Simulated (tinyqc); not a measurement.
Electromigration in a confined line: Blech product, Korhonen stress evolution and Black's law: one step, computed by the program tinyqc. Command: `OMP_NUM_THREADS=1 python tinyqc.py 3005557 3005558 out.jsonl emigr walk`. One thread of a shared host (Intel(R) Xeon(R) Processor @ 2.30GHz), about 0.01 s of CPU time with the checks.

The electron wind pushes atoms from the cathode (x = 0) to the anode (x = L); blocking ends build a back stress (tension positive). The input rho is taken not to change with temperature. d sigma/dt = d/dx [kappa (d sigma/dx + G)], with zero flux at both ends and sigma = 0 at t = 0.

Question. Extrapolation by Black's law. Median life t50 = A j^(-n) exp(E/(k_B T)); acceleration factor = t50(use)/t50(test) = (j/j_u)^n exp[(E/k_B)(1/T_u - 1/T)]. Temperatures in kelvin are T(C) + 273.15.

Inputs (values chosen for the exercise, close to those used for aluminium lines): activation energy E = 0.709 eV; current density j = 0.85 MA/cm^2; line length L = 14 um; test temperature T = 210 C; use temperature T_u = 125 C; use current density j_u = 1.4 MA/cm^2; current exponent n = 2.

Start: stress-free.

Constants: k_B = 8.617333262e-05 eV/K.

Give: current factor; temperature factor; acceleration factor.

Answer.

current factor = 0.3686

temperature factor = 37.92

acceleration factor = 13.98

Caution: the test j L lies below the critical product, so the line would not void in the test and the acceleration factor is formal. Caution: j_u L lies below the critical product, so the acceleration factor is formal: at use the line would not void.
